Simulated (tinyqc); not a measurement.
Franz-Keldysh effect at a direct gap: one step. Absorption with and without the field. Five cases, with inputs chosen for the exercise.

Problem. Put the factors in place of sqrt(E - Eg) in alpha_j and add the bands; a waveguide of length L changes its transmission by 4.343 (alpha(F) - alpha(0)) L dB.

Parabolic bands, vertical transitions, no excitons. For each hole band j: mr = me mj/(me + mj); joint density of states J_j(E) = (mr/c)^(3/2) sqrt(E - Eg)/(2 pi^2), both spins, c = hbar^2/2m0; averaged matrix element |e.p|^2 = m0 Ep/6; alpha_j(E) = 4 pi^2 alpha_f c Ep J_j/(3 nr E) in 1/angstrom (alpha_f the fine-structure constant, listed as alpha among the constants), times 1e8 for 1/cm.

Constants: hbar^2/2m0 = 3.80998211 eV angstrom^2; fine-structure constant alpha = 0.007297352564.

Give: alpha_j in the field; alpha(F); alpha(0); change of loss.

Case 1.

Values chosen (near those of InP; shifted at random, so the results belong to these values and not to a real crystal): Eg = 1.323 eV (direct gap); me = 0.077 m0 (electron mass); mhh = 0.619 m0 (heavy-hole mass); mlh = 0.0906 m0 (light-hole mass); Ep = 20.7 eV (Kane energy); nr = 3.44 (refractive index); E = 1.29 eV (photon energy); L = 53 micrometre (length of a waveguide).

Scales:
```
hole     mr (m0)  th (meV)  length (angstrom)
heavy  0.0684813  35.84907             39.395
light  0.0416241  42.32077             46.506
```

Factors:
```
hole          b     Ai(b)     Ai'(b)  factor (eV^(1/2))  without field
heavy  0.920526  0.148369  -0.169959         0.00512863       0.000000
light  0.779759  0.173647  -0.189159         0.00792905       0.000000
```

Solution.

alpha_j in the field (1/cm): heavy 107, light 78.3

alpha(F) = 185 1/cm
alpha(0) = 0 1/cm
change of loss = 4.26 dB

Below the gap the field opens a tail where this model has no absorption; excitons and band tails absorb within some 10 to 20 meV of a real edge. Excitons, which add a sharp peak at low field, are left out.

Case 2.

Values chosen (near those of GaAs; shifted at random, so the results belong to these values and not to a real crystal): Eg = 1.461 eV (direct gap); me = 0.0657 m0 (electron mass); mhh = 0.48 m0 (heavy-hole mass); mlh = 0.084 m0 (light-hole mass); Ep = 25.9 eV (Kane energy); nr = 3.65 (refractive index); E = 1.471 eV (photon energy); L = 24 micrometre (length of a waveguide).

Scales:
```
hole     mr (m0)  th (meV)  length (angstrom)
heavy  0.0577900  23.72275             52.717
light  0.0368657  27.55762             61.239
```

Factors:
```
hole           b     Ai(b)     Ai'(b)  factor (eV^(1/2))  without field
heavy  -0.421536  0.459029  -0.220992          0.0666092       0.100000
light  -0.362876  0.445751  -0.231405          0.0655286       0.100000
```

Solution.

alpha_j in the field (1/cm): heavy 1.11e+03, light 558

alpha(F) = 1.67e+03 1/cm
alpha(0) = 2521 1/cm
change of loss = -8.87 dB

Without the field the loss over L is 26 dB, so this energy is of no use for a modulator. Above the gap the field lowers the absorption at this energy; the sign alternates with energy (Franz-Keldysh oscillations). Excitons, which add a sharp peak at low field, are left out.

Case 3.

Values chosen (near those of InGaAs; shifted at random, so the results belong to these values and not to a real crystal): Eg = 0.731 eV (direct gap); me = 0.0422 m0 (electron mass); mhh = 0.44 m0 (heavy-hole mass); mlh = 0.0509 m0 (light-hole mass); Ep = 23.7 eV (Kane energy); nr = 3.6 (refractive index); E = 0.778 eV (photon energy); L = 66 micrometre (length of a waveguide).

Scales:
```
hole     mr (m0)  th (meV)  length (angstrom)
heavy  0.0385068  78.23663             35.562
light  0.0230718  92.80312             42.183
```

Factors:
```
hole           b     Ai(b)     Ai'(b)  factor (eV^(1/2))  without field
heavy  -0.600742  0.494981  -0.177142           0.156910       0.216795
light  -0.506448  0.477039  -0.202536           0.149558       0.216795
```

Solution.

alpha_j in the field (1/cm): heavy 2.50e+03, light 1.11e+03

alpha(F) = 3.61e+03 1/cm
alpha(0) = 5057 1/cm
change of loss = -41.6 dB

Without the field the loss over L is 145 dB, so this energy is of no use for a modulator. Above the gap the field lowers the absorption at this energy; the sign alternates with energy (Franz-Keldysh oscillations). Excitons, which add a sharp peak at low field, are left out.

Case 4.

Values chosen (near those of InP; shifted at random, so the results belong to these values and not to a real crystal): Eg = 1.36 eV (direct gap); me = 0.0766 m0 (electron mass); mhh = 0.581 m0 (heavy-hole mass); mlh = 0.0906 m0 (light-hole mass); Ep = 20.7 eV (Kane energy); nr = 3.4 (refractive index); E = 1.308 eV (photon energy); L = 96 micrometre (length of a waveguide).

Scales:
```
hole     mr (m0)  th (meV)  length (angstrom)
heavy  0.0676773  54.59161             32.113
light  0.0415069  64.25398             37.796
```

Factors:
```
hole          b     Ai(b)     Ai'(b)  factor (eV^(1/2))  without field
heavy  0.952527  0.143000  -0.165594         0.00583033       0.000000
light  0.809288  0.168121  -0.185150         0.00908333       0.000000
```

Solution.

alpha_j in the field (1/cm): heavy 119, light 89.1

alpha(F) = 208 1/cm
alpha(0) = 0 1/cm
change of loss = 8.68 dB

Below the gap the field opens a tail where this model has no absorption; excitons and band tails absorb within some 10 to 20 meV of a real edge. Excitons, which add a sharp peak at low field, are left out.

Case 5.

Values chosen (near those of GaAs; shifted at random, so the results belong to these values and not to a real crystal): Eg = 1.411 eV (direct gap); me = 0.0689 m0 (electron mass); mhh = 0.48 m0 (heavy-hole mass); mlh = 0.0779 m0 (light-hole mass); Ep = 26.7 eV (Kane energy); nr = 3.53 (refractive index); E = 1.573 eV (photon energy); L = 240 micrometre (length of a waveguide).

Scales:
```
hole     mr (m0)  th (meV)  length (angstrom)
heavy  0.0602514  56.74808             33.381
light  0.0365621  67.02910             39.429
```

Factors:
```
hole           b       Ai(b)    Ai'(b)  factor (eV^(1/2))  without field
heavy  -2.854722   -0.321843  0.464444           0.382731       0.402492
light  -2.416861  -0.0550871  0.696019           0.399990       0.402492
```

Solution.

alpha_j in the field (1/cm): heavy 6.78e+03, light 3.35e+03

alpha(F) = 1.01e+04 1/cm
alpha(0) = 10506 1/cm
change of loss = -38.7 dB

Without the field the loss over L is 1095 dB, so this energy is of no use for a modulator. Above the gap the field lowers the absorption at this energy; the sign alternates with energy (Franz-Keldysh oscillations). Excitons, which add a sharp peak at low field, are left out.

Computed by tinyqc, one run a case: `OMP_NUM_THREADS=1 python tinyqc.py N N+1 out.jsonl` with N = 1650398, 1650464, 1650554, 1650569, 1650637; one thread of a shared Intel(R) Xeon(R) Processor @ 2.30GHz, about 0.01 s a run at most.
